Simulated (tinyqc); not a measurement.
Schottky barrier on an n-type semiconductor with a doping step, non-linear Poisson equation by Newton steps: Capacitance-voltage profiling.

One dimension, metal at x = 0, donor density C(x) = N1 for x < x1 and Nd beyond. Energies are counted from the electron Fermi level of the semiconductor and the conduction-band edge is Ec = -psi, so n = Nc exp(psi/Vt); holes follow the Fermi level of the metal, at -V, so p = Nv exp((V - psi - Eg)/Vt). Ends: psi(0) = V - phiB and psi = Vt ln(Nd/Nc) deep inside. Boltzmann statistics, full ionisation, no current, no image force in the Poisson equation.

The Poisson equation d/dx(eps0 eps_r dpsi/dx) = -q (p - n + C) is solved on a mesh of about 1000 nodes or more that ends in neutral material. C_s = q d/dV of the integral of n over x, from the linearised equation. Probed depth w = eps0 eps_r/C_s; apparent doping N_app = C_s^3/(q eps0 eps_r dC_s/dV), the derivative by central differences over +/- 0.02 V.

Parameters, values chosen for the exercise; band and dielectric values close to those of silicon: temperature T = 273 K; band gap Eg = 1.12 eV; relative permittivity eps_r = 11.5; conduction-band density of states at T Nc = 2.47e19 cm^-3; valence-band density of states at T Nv = 2.31e19 cm^-3; donor density deep in the semiconductor Nd = 4.9e15 cm^-3; barrier height phiB = 0.46 eV; depth of the doping step x1 = 130 nm; donor density above the step N1 = 1.5e16 cm^-3.

Constants: q = 1.602176634e-19 C, kB = 1.380649e-23 J/K, Vt = kB T/q, eps0 = 8.8541878128e-14 F/cm where lengths are in cm. Results are converted to the units shown.

The same in every row: true C(w) (cm^-3) = 4.90e15.

Result of one run:
```
V (V)  C_s (nF/cm^2)  w (nm)  N_app (cm^-3)  |E_0| (kV/cm)
-1.75           14.7     693        4.90e15           74.1
```

What becomes of these results when the bias of the metal against the semiconductor V is changed from -1.75 to -1.5 V, all else the same?

Result of the changed run:
```
V (V)  C_s (nF/cm^2)  w (nm)  N_app (cm^-3)  |E_0| (kV/cm)
-1.5            15.8     645        4.90e15           70.4
```

The whole series:
```
V (V)  C_s (nF/cm^2)  w (nm)  N_app (cm^-3)  |E_0| (kV/cm)
0               57.0     179        6.79e15           33.4
-0.25           33.7     302        4.91e15           43.9
-0.5            25.8     395        4.90e15           51.1
-0.75           21.7     470        4.90e15           56.9
-1              19.0     535        4.90e15           61.9
-1.25           17.2     592        4.90e15           66.3
-1.5            15.8     645        4.90e15           70.4
-1.75           14.7     693        4.90e15           74.1
-2              13.8     738        4.90e15           77.6
```

C_s falls from 57.0 to 13.8 nF/cm^2 while the probed depth goes from 179 to 738 nm. The apparent doping falls from 6.79e15 to 4.90e15 cm^-3. It departs most from the true doping at that depth for V = 0 V, where it is 38 % above it; the method senses the electrons at the edge of the depleted layer, which are smeared over a few Debye lengths (LD = 55 nm at Nd), so it cannot follow a doping that changes on that scale.

Numbers from tinyqc (`OMP_NUM_THREADS=1 python tinyqc.py 2020040 2020041 out.jsonl`; about 0.05 s on one thread of a shared Intel Xeon 2.30GHz).
